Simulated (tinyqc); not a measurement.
Schottky barrier with interface states (Cowley-Sze model), image lowering and contact resistance: one step, computed by the program tinyqc.

An n-type semiconductor under a metal. The barrier lies between the Schottky-Mott limit phi_M - chi and the Bardeen limit E_g - E_n, E_n being the neutrality level of the interface states; the space-charge term of the full Cowley-Sze expression is left out.

Question. Thermionic current. A* = 4 pi e m_e M_c k_B^2/h^3 (a simple valley count); J_s = A* T^2 exp(-phi/k_B T). J_0 uses phi_B; the reverse current uses phi_B less the image lowering, times 1 - exp(-V_r/k_B T).

Inputs (values chosen for the exercise, with gap, mass and screening modelled on ZnSe):

| quantity | value | unit |
|---|---|---|
| electron mass m_e | 0.149 | m_0 |
| valleys M_c | 1 | - |
| temperature T | 200 | K |
| reverse bias V_r | 4.8 | V |

Pinning factor from: interface states.

barrier phi_B = 1.443670 eV

image lowering = 0.07065769 eV

Constants: e = 1.602176634e-19 C; m_0 = 9.1093837015e-31 kg; k_B = 1.380649e-23 J/K; h = 6.62607015e-34 J s; k_B = 8.617333262e-05 eV/K.

Give: Richardson constant A*; J_0; thermionic reverse current.

Answer.

Richardson constant A* = 17.91 A cm^-2 K^-2

J_0 = 2.993e-31 A/cm^2

thermionic reverse current = 1.806e-29 A/cm^2

Image lowering raises the reverse current by a factor 60.3. Caution: so small an emission current is nominal: generation, tunnelling and edge leakage set the real one.
